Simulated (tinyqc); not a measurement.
# Changing the substrate thickness t_S

Model: elastic strain and critical thickness of a cubic alloy layer A(1-x)B(x) on a thick substrate. Computed by tinyqc, a small Python program. Command: `OMP_NUM_THREADS=1 python tinyqc.py 3008692 3008693 out.jsonl misfit sweep`. One thread of a shared host (Intel(R) Xeon(R) Processor @ 2.30GHz), about 0.01 s of CPU time with the checks.

Strain is positive in tension. The layer is coherent with the substrate unless said otherwise.

Inputs (values chosen for the exercise, modelled on GaAs(1-x)Sb(x) on GaAs):
```
quantity                              value      unit
fraction x of B                        0.22         -
lattice constant a_A                  5.653  angstrom
lattice constant a_B                  6.096  angstrom
substrate lattice constant a_S        5.653  angstrom
layer thickness h                        70        nm
biaxial modulus of the substrate M_S    126       GPa
wafer diameter W                        300        mm
```

Growth plane: (001).

C11, C12, C44 of A (GPa): 121.1  52.9  58.59

C11, C12, C44 of B (GPa): 89.53  39.75  42.49

Method:
- a = (1 - x) a_A + x a_B, the same rule for each C_ij; misfit f = (a_S - a)/a, the in-plane strain of the coherent layer.
- (001): D = 2 C12/C11, M = C11 + C12 - 2 C12^2/C11. The free surface carries no normal stress, so e_perp = -D f; dV/V = 2 f + e_perp; stress = M f; energy per area = M f^2 h (1 GPa nm = 1 J/m^2).
- Stoney: curvature = 6 |stress| h/(M_S t_S^2); radius = 1/curvature; bow = curvature W^2/8.

One run for each value:
```
substrate thickness t_S (micrometre)  curvature (1/m)  radius of curvature (m)  bow (micrometre)
100                                           0.67990                     1.47            7648.9
150                                           0.30218                     3.31            3399.5
220                                           0.14048                     7.12            1580.3
320                                           0.06640                    15.06             747.0
460                                           0.03213                    31.12             361.5
680                                           0.01470                    68.01             165.4
1000                                          0.00680                   147.08              76.5
```

Describe and explain the trends.

Over the rows, curvature (1/m) falls from 0.680 to 0.00680 (exponent d ln y / d ln x about -2.0 throughout); radius of curvature (m) rises from 1.47 to 147 (exponent d ln y / d ln x about 2.0 throughout); bow (micrometre) falls from 7650 to 76.5 (exponent d ln y / d ln x about -2.0 throughout). The exponent of curvature stays at -2: the bending stiffness grows as t^3 and the lever arm as t.

Caution (all rows): the curvature assumes a coherent layer, but h exceeds h_c. Caution (rows 100, 150, 220, 320, 460, 680): a bow above a fifth of the wafer thickness is beyond Stoney's small-deflection limit.
